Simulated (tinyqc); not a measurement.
## Metal-interlayer-semiconductor contact, depinning against tunnelling resistance: contact resistivity against the conduction-band offset of the interlayer above the semiconductor

Zero bias, n-type semiconductor. Gap states at the semiconductor surface thin out as exp(-be ti), which unpins the barrier; electrons must then cross the interlayer (a rectangular barrier, no voltage drop across it) and the parabolic depleted layer, both by WKB. Energies E are counted from the Fermi level; no image force, parabolic bands.

S = 1/(1 + (1/S0 - 1) exp(-be ti)); phiB = S (phiM - chi) + (1 - S)(Eg - E0); xi = Ec - EF deep inside, from Nd = Nc F(-xi/Vt), F(x) = (2/sqrt(pi)) int_0^infinity sqrt(u) du/(1 + exp(u - x)); band bending U = phiB - xi; E00 = (hbar/2) sqrt(Nd/(eps0 eps_r mt m0)) in volts; A = 4 pi q mA m0 kB^2/h^3. With U = phiB - xi: for xi < E < phiB, y = (E - xi)/U and G1 = (U/E00) [sqrt(1 - y) - y ln((1 + sqrt(1 - y))/sqrt(y))], G1 = 0 above phiB; G2 = 2 ti sqrt(mi max(phiB + dE - E, 0)/C), C = hbar^2/(2 m0); f = 1/(1 + exp(E/Vt)); 1/rho_c = (A T^2/Vt^2) times the integral of exp(-G1 - G2) f over E from xi upwards. Shares under 0.001 % are printed as 0; rows without band bending are left out.

Values chosen for this exercise; semiconductor values close to those of gallium nitride; interlayer mass of the order of that in titanium dioxide, offset chosen freely:
```
symbol   value   unit                                              meaning
T          300      K                                          temperature
Eg        3.34     eV                                             band gap
eps_r     9.69                                       relative permittivity
chi       4.22     eV                                    electron affinity
Nc      2.3e18  cm^-3               conduction-band density of states at T
mt       0.206     m0                 tunnelling mass in the semiconductor
mA       0.203     m0                                      Richardson mass
Nd      1.2e19  cm^-3                                        donor density
E0         2.2     eV       charge-neutrality level above the valence band
S0        0.59                           pinning factor without interlayer
phiM      4.32     eV                                  metal work function
ti         0.5     nm                                 interlayer thickness
mi         0.3     m0                    tunnelling mass in the interlayer
be         4.2   1/nm  decay constant of gap states through the interlayer
```

Constants: q = 1.602176634e-19 C, kB = 1.380649e-23 J/K, eps0 = 8.8541878128e-12 F/m, hbar = 1.054571817e-34 J s, h = 6.62607015e-34 J s, m0 = 9.1093837015e-31 kg, Vt = kB T/q, hbar^2/(2 m0) = 0.0380998212 eV nm^2. Results are converted to the units shown.

The same in every row: S = 0.922; phiB (eV) = 0.182; E00/Vt = 1.76; rho_c with G2 = 0 (ohm cm^2) = 6.65e-8.

Result of one run:

| dE (eV) | rho_c (ohm cm^2) | peak of the integrand (eV) | share above phiB (%) |
|---|---|---|---|
| 0 | 1.94e-7 | 0.0194 | 1.47 |

What becomes of these results when the conduction-band offset of the interlayer above the semiconductor dE is changed from 0 to 2.5 eV, all else the same?

Result of the changed run:

| dE (eV) | rho_c (ohm cm^2) | peak of the integrand (eV) | share above phiB (%) |
|---|---|---|---|
| 2.5 | 6.44e-6 | 0.0138 | 0.590 |

The whole series:

| dE (eV) | rho_c (ohm cm^2) | peak of the integrand (eV) | share above phiB (%) |
|---|---|---|---|
| 0 | 1.94e-7 | 0.0194 | 1.47 |
| 0.5 | 6.44e-7 | 0.0156 | 0.707 |
| 1 | 1.36e-6 | 0.0147 | 0.644 |
| 1.5 | 2.46e-6 | 0.0143 | 0.617 |
| 2 | 4.09e-6 | 0.0140 | 0.601 |
| 2.5 | 6.44e-6 | 0.0138 | 0.590 |
| 3 | 9.72e-6 | 0.0137 | 0.582 |

As dE goes from 0 to 3, phiB stays at 0.182 eV and rho_c rises from 1.94e-7 to 9.72e-6 ohm cm^2. The ratio of rho_c to its value with G2 = 0 runs from 2.92 to 146.

Computed by the program tinyqc: `OMP_NUM_THREADS=1 python tinyqc.py 2270114 2270115 out.jsonl`, one thread of a shared Intel Xeon 2.30GHz, about 0.04 s for the whole run.
